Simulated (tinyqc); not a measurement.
# Worked calculation: threshold-voltage variability of a planar MOSFET, analytic estimates

Program tinyqc, `OMP_NUM_THREADS=1 python tinyqc.py 2090102 2090103 out.jsonl`; Intel Xeon 2.30GHz, shared host, one thread, about 0.02 s. Printed values are rounded.

Three independent sources add in quadrature: random dopants in the depleted layer, metal-gate grains of two orientations, and roughness of the two gate edges acting through the roll-off VT = VT(long) - Vr exp(-L/l). These are first-order estimates: no three-dimensional electrostatics, no percolation.

Parameters, values chosen for the exercise; material values close to those of silicon:
```
symbol,value,unit,meaning
T,300,K,temperature
Eg,1.13,eV,band gap
eps_r,11.7,,relative permittivity of the semiconductor
Nc,2.82e19,cm^-3,conduction-band density of states at T
Nv,2.67e19,cm^-3,valence-band density of states at T
Na,6.7e17,cm^-3,channel doping
ti,2.2,nm,oxide-equivalent thickness in inversion
L,25,nm,gate length
W,56,nm,gate width
G,15,nm,metal grain size
dW,0.1,eV,work-function difference of the two grain orientations
p,0.5,,share of the orientation of higher work function
De,1.9,nm,rms roughness of one gate edge
La,20,nm,correlation length of the roughness
l,6.2,nm,decay length of the threshold roll-off
Vr,1.4,V,prefactor of the roll-off
n,1.11,,subthreshold factor
gI,8,1/V,gm/I of a matched pair
sb,2.2,%,spread of the gain factor of one device
Nb,8388608,,number of cells
Y,0.976,,wanted yield
```

Constants: q = 1.602176634e-19 C, kB = 1.380649e-23 J/K, Vt = kB T/q, eps0 = 8.8541878128e-14 F/cm where lengths are in cm. Results are converted to the units shown.

Range of the model: The depletion depth exceeds L, so source and drain share much of the charge and the dopant estimate is rough. gI s exceeds 0.2, so the linear formula for the current mismatch is only a rough guide.

## Random dopants

ni = sqrt(Nc Nv) exp(-Eg/(2 Vt)), Eg in volts; Cox = 3.9 eps0/ti; Wd = sqrt(4 eps0 eps_r Vt ln(Na/ni)/(q Na)); dopants: s1 = (q/Cox) sqrt(Na Wd/(3 L W)). The slope A1 = s1 sqrt(L W); mean number of dopants Na L W Wd.

Cox = 1.569606 uF/cm^2
Wd = 42.55032 nm
mean number of dopants = 39.91220
A1 = 0.9950569 mV um
s1 = 26.59401 mV

Counting alone, 1/sqrt(N) of the depletion voltage q Na Wd/Cox = 291 mV, would give sqrt(3) times more: dopants deep in the layer act less on the surface.

## Metal grains and edge roughness

Grains: Ng = L W/G^2 (at least 1), s2 = dW sqrt(p (1 - p)/Ng). Edges, with exponential correlation and u = W/La: the mean gate length has sL^2 = 2 De^2 (2/u)[1 - (1 - exp(-u))/u]; s3 = sL (Vr/l) exp(-L/l).

Ng = 6.222222
s2 = 20.04459 mV
sL = 1.851299 nm
dVT/dL = 4.004506 mV/nm
s3 = 7.413538 mV

## Total spread, mismatch and leakage

s = sqrt(s1^2 + s2^2 + s3^2). For a pair: s(dVT) = sqrt(2) s; current mismatch sqrt(2) sqrt((gI s)^2 + sb^2); input offset = current mismatch/gI. For a Gaussian VT the off current is log-normal with mean/median = exp(s^2/(2 (n Vt)^2)).

s = 34.11727 mV
s(dVT) = 48.24910 mV
current mismatch = 38.72447 %
input offset = 48.40558 mV
mean/median of Ioff = 2.027452

The dopants give 60.8 % of the variance; without them s would be 21.4 mV. A current mismatch this large is beyond the linear estimate.

## Iteration 1: margin in standard deviations for the wanted yield

k at the start = 2

Cells fail independently with probability Q(k) = erfc(k/sqrt(2))/2 when the margin is k standard deviations, and Y = exp(-Nb Q(k)). phi = exp(-k^2/2)/sqrt(2 pi). Newton steps on ln Q(k) = ln(-ln(Y)/Nb): k(new) = k + [ln Q - ln(-ln(Y)/Nb)] Q/phi.

Q(k) = 0.02275013
phi = 0.05399097
k after iteration 1 = 8.689987

## Iteration 2: margin in standard deviations for the wanted yield

As before.

Q(k) = 1.812409e-18
phi = 1.595318e-17
k after iteration 2 = 6.282417

## Course of the iteration: margin in standard deviations for the wanted yield

Stop when k changes by less than 1e-9, or after 30 iterations.

Course of the iteration:
```
iteration         k  |change|
1          8.689987      6.69
2          6.282417      2.41
3          5.838706     0.444
4          5.822681    0.0160
5          5.822660   2.09e-5
6          5.822660  3.56e-11
```

Converged in 6 iterations. At the end the number of correct digits about doubles with each step. With s(dVT) = 48.2 mV, 5.82 standard deviations are 281 mV.
